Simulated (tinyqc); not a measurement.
From results back to parameters: pair of shallow donors (hydrogen-like orbitals).

Problem. The splitting D = E(-) - E(+) was computed from a hidden separation.

Each donor has the orbital exp(-r/a); energy unit Ha* = q/(eps a), q = e^2/(4 pi eps0), so that a lone donor is bound by Ha*/2; x = R/a. One electron: S = (1 + x + x^2/3) exp(-x), j = 1/x - (1 + 1/x) exp(-2x), k = (1 + x) exp(-x); levels E(+/-) = -1/2 - (j +/- k)/(1 +/- S) in Ha*, without the repulsion of the ions, split by D = |E(-) - E(+)|.

Constants: e^2/(4 pi eps0) = 14.39964547 eV angstrom.

Parameters, chosen for this exercise (out of a larger set: near those of two donors in GaN; not measured data): a = 27.6 angstrom (orbital radius); eps = 9.5 (dielectric constant).

D = 2.21114 meV

Find: D/Ha*; x; R.

Solution. D/Ha* = 2 (k - j S)/(1 - S^2) falls steadily with x in this range, so bisection finds one value.

D/Ha* = 0.04026
x = 5.072
R = 140 angstrom

Program tinyqc; command `OMP_NUM_THREADS=1 python tinyqc.py 1251532 1251533 out.jsonl`; about 0.01 s on one thread of a shared Intel(R) Xeon(R) Processor @ 2.30GHz.
